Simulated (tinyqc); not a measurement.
# Site energy and hopping from one surface Green function

Problem. A semi-infinite chain with site energy e0 and hopping -t has g_s = 1/(E - e0 - t^2 g_s). Inside the band |g_s| = 1/t and Re g_s = (E - e0)/(2 t^2). Find t and e0.

g_s at E = 1.06 eV = 0.37500000-0.92702481i 1/eV

Solution. t = 1/|g_s|, and e0 = E - 2 t^2 Re g_s.

t = 1.00 eV
e0 = 0.310 eV

tinyqc, about 0.1 s, one thread, Intel Xeon 2.30GHz (shared host): `OMP_NUM_THREADS=1 python tinyqc.py 2680131 2680132 out.jsonl`
